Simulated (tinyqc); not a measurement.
Biaxially strained (001) channel, valley splitting in an inversion layer: two steps of the calculation.

A thin layer grown on a relaxed buffer is stretched in the plane. The two valleys with their long axis along the growth direction (D2) sink against the four in-plane ones (D4); confinement in a triangular well splits them too. Only the lowest subband of each set is kept; one relaxation time, so the weakening of intervalley scattering is left out.

Parameters, values chosen for the exercise; values close to those of silicon on relaxed silicon-germanium: temperature T = 300 K; germanium share of the relaxed buffer x = 0.18; lattice mismatch per unit x b1 = 0.0418; elastic constant c11 = 171 GPa; elastic constant c12 = 64.8 GPa; shear deformation potential Xu = 9.03 eV; longitudinal mass ml = 0.914 m0; transverse mass mt = 0.188 m0; confining field F = 0.32 MV/cm; inversion density Ns = 7.4e12 cm^-2.

Constants: q = 1.602176634e-19 C, kB = 1.380649e-23 J/K, hbar = 1.054571817e-34 J s, m0 = 9.1093837015e-31 kg, Vt = kB T/q, hbar^2/(2 m0) = 0.0380998212 eV nm^2. Results are converted to the units shown.

Question 1. Subband edges and densities of states. Levels E(m) = 2.33811 (hbar^2 q^2 F^2/(2 m))^(1/3): E2 = E(ml), E4 = E(mt) + D; N2 = 2 mt kB T/(pi hbar^2), N4 = 4 sqrt(mt ml) kB T/(pi hbar^2).

D = 119.43439 meV

Find: E2; E4; N2; N4.

Answer 1.

E2 = 0.08171 eV
E4 = 0.2579 eV
N2 = 4.060e12 cm^-2
N4 = 1.791e13 cm^-2

Of the gap E4 - E2 = 176 meV, confinement gives 56.7 meV.

Question 2. Share of the light valleys and conductivity mass. EF solves Ns = N2 ln(1 + exp((EF - E2)/Vt)) + N4 ln(1 + exp((EF - E4)/Vt)); f2 is the share in D2, and 1/mc = f2/mt + (1 - f2)(1/mt + 1/ml)/2.

EF = 0.12351652 eV
E2 = 0.081712878 eV
N2 = 4.0604969e12 cm^-2

Find: f2; mc.

Answer 2.

f2 = 0.98664
mc = 0.18900 m0

Program tinyqc, `OMP_NUM_THREADS=1 python tinyqc.py 2530126 2530127 out.jsonl`; Intel Xeon 2.30GHz, shared host, one thread, about 0.01 s.
